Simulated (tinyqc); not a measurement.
# Single-domain magnet: Stoner-Wohlfarth switching, Neel-Arrhenius retention, LLG dynamics and spin torque, step by step

A worked calculation. Computed by tinyqc, a small Python program that keeps every step. Command: `OMP_NUM_THREADS=1 python tinyqc.py 3001269 3001270 out.jsonl macro walk`. One thread of a shared host (Intel(R) Xeon(R) Processor @ 2.30GHz), about 0.02 s of CPU time with the checks. Intermediate numbers are printed to about 6 digits and carried at full precision; extremes and crossings named in words are read from the listed rows.

The moment is uniform, with unit vector m; z is the easy axis. mu_0 = 1.25663706212e-6 T m/A, gamma = 1.76085963023e11 rad/(s T).

Inputs (values chosen for the exercise, for a model magnet):
```
quantity                            value     unit
saturation magnetisation M_s          710     kA/m
diameter d                             53       nm
thickness t                           1.3       nm
interface anisotropy K_i            0.436   mJ/m^2
bulk anisotropy K_u                    29   kJ/m^3
exchange stiffness A                   29     pJ/m
temperature T                         250        K
attempt frequency f0                    1      GHz
field angle psi from the easy axis     85  degrees
reversing field h = H/H_K           0.091        -
waiting time t_w                    0.001        s
damping alpha                       0.013        -
spin-torque efficiency eta           0.34        -
drive I/I_c0                          3.5        -
time step times gamma mu_0 H_K        0.1        -
```

Shape: thin disc, easy axis normal to it.

Constants: k_B = 1.380649e-23 J/K; e = 1.602176634e-19 C; hbar = 1.054571817e-34 J s.

## Effective anisotropy

The disc is treated as an oblate spheroid with p = t/d: N_z = [1 - p arccos(p)/sqrt(1 - p^2)]/(1 - p^2); V = pi d^2 t/4; K_eff = K_u + K_i/t + K_shape, K_shape = -(mu_0 M_s^2/4)(3 N_z - 1); mu_0 H_K = 2 K_eff/M_s.

demagnetising factor N_z = 0.962640

volume V = 2868.04 nm^3

K_shape = -298.986 kJ/m^3

K_eff = 65.3989 kJ/m^3

anisotropy field mu_0 H_K = 0.184222 T

Shape works against the easy axis and takes 82 % of the other terms. Caution: a flat cylinder has a smaller N_z than the spheroid of the same t/d, so K_eff of a real disc is larger.

## Retention at zero field

Delta = K_eff V/(k_B T); tau = exp(Delta)/f0; probability of a flip within t_w: P = 1 - exp(-t_w/tau). Wall width parameter sqrt(A/K_eff); a two-domain state costs 4 sqrt(A K_eff) times the cross-section that the wall cuts (d t).

stability factor Delta = 54.3415

log10 of tau in s = 14.6002

probability of a flip = 2.51056e-18

wall parameter = 21.0578 nm

barrier of the wall path / k_B T = 109.961

Ten years (3.15e8 s) need Delta > 40.3 for tau alone; this element has 54.3. Coherent rotation is the cheaper path.

## Barrier in a tilted field

Energy over K_eff V: e(theta) = sin^2(theta) + 2 h cos(theta - psi) for m at the angle theta from +z and a field that points at psi from -z (it pulls m away from +z towards negative theta); h_sw = (cos^(2/3) psi + sin^(2/3) psi)^(-3/2). The metastable minimum and the saddle are the two roots of e'(theta) = sin(2 theta) - 2 h sin(theta - psi) on either side of theta_c = -arctan(tan^(1/3) psi).

switching field h_sw = 0.766431

minimum theta = -5.24309 degrees

saddle theta = -89.5003 degrees

barrier / (K_eff V) = 0.811183

barrier / (k_B T) = 44.0809

The form (1 - h/h_sw)^n reproduces this barrier with n = 1.656; n is 2 for a field on the axis, and the approach to h_sw has the exponent 3/2 off the axis.

## Switching field against angle and time

Switching field at T: the h at which the exact barrier equals ln(f0 t_w/ln 2) k_B T (0 if the zero-field barrier is lower). Sharrock form: h_sw [1 - (ln(f0 t_w/ln 2)/Delta)^(1/n)], n = 0.86 + 1.14 h_sw.

Fields over H_K:
```
psi (degrees)  h_sw at T = 0  thermal, exact barrier  thermal, Sharrock form
1                   0.907074                0.475263                0.460770
10                  0.673805                0.391170                0.378538
20                  0.573649                0.342053                0.337436
30                  0.524016                0.315807                0.315547
45                  0.500000                0.302732                0.304565
60                  0.524016                0.315807                0.315547
75                  0.614659                0.362846                0.354742
89                  0.907074                0.475263                0.460770
```

At T = 0 the field is least at 45 degrees, H_K/2, and symmetric about it. Thermal help lowers it to 52 % at 1 degree and 61 % at 45 degrees; the Sharrock form misses the exact barrier by at most about 0.014 H_K, at psi = 1 (and its mirror angle).

## Spin-transfer switching

For axial symmetry and a polariser along z: I_c0 = (4 e alpha/(hbar eta)) K_eff V; relaxation time tau_D = (1 + alpha^2)/(alpha gamma mu_0 H_K); thermal start angle theta_0 = 1/sqrt(2 Delta); switching time about tau_D ln(pi/(2 theta_0))/(I/I_c0 - 1); precession frequency gamma mu_0 H_K/(2 pi (1 + alpha^2)).

critical current I_c0 = 43.5827 microampere

Delta/I_c0 = 1.24686 1/microampere

tau_D = 2.37172 ns

switching time, estimate = 2.65234 ns

precession frequency = 5.16194 GHz

## One LLG step

In the time s = gamma mu_0 H_K t: (1 + alpha^2) dm/ds = -m x b - alpha m x (m x b) + a [m x (m x z) - alpha m x z], b = m_z z, a = alpha I/I_c0; Heun steps (Euler predictor, mean of the two slopes) without renormalising; start m = (sin theta_0, 0, cos theta_0), theta_0 = 1/sqrt(2 Delta).

m at the start: 0.095775  0.000000  0.995403

first slope: 0.0031036  0.0953754  -0.0002986

predictor: 0.096086  0.009538  0.995373

second slope: -0.0063839  0.0959907  -0.0003035

m after the step: 0.095611  0.009568  0.995373

## Exact time to the equator

The polar equation dm_z/dt = -(1 - m_z^2)(i - m_z)/tau_D, i = I/I_c0, integrates to t = tau_D [F(cos theta_0) - F(0)], F(z) = -ln(1 - z)/(2 (i - 1)) + ln(1 + z)/(2 (i + 1)) + ln(i - z)/(i^2 - 1), theta_0 = 1/sqrt(2 Delta).

time to m_z = 0 = 2.66459 ns

The linear estimate is 1.00 times this.

## The trajectory

Run until m_z <= 0 (time by linear interpolation), |m|^2 leaves 1 by more than 1, or three exact times have passed; the run counts as sound if the time is within 3 % of the exact one.

Every few steps:
```
step   t (ns)        m_x        m_y        m_z      |m|
0     0.00000   0.095775   0.000000   0.995403  1.00000
86    0.26511  -0.082717   0.096141   0.991938  1.00001
172   0.53023  -0.031697  -0.164789   0.985855  1.00004
258   0.79534   0.203359   0.088324   0.975187  1.00007
344   1.06045  -0.226288   0.184813   0.956507  1.00013
430   1.32557  -0.157893  -0.349198   0.923899  1.00023
516   1.59068   0.427488  -0.256414   0.867314  1.00036
602   1.85579   0.615905   0.168343   0.770301  1.00052
688   2.12091   0.794363  -0.017917   0.608248  1.00065
774   2.38602  -0.466356  -0.812090   0.352738  1.00070
860   2.65113   0.867440  -0.498949  -0.002953  1.00071
```

time to m_z = 0 by the steps = 2.64914 ns

largest drift of |m| = 7.05453e-04

The steps give 0.9942 of the exact time, with |m| kept to 7.1e-4.

Checks made by the program: the barrier at psi -> 0 against (1 - h)^2 (relative difference 2e-08); the closed form against quadrature (relative difference below 1e-10).
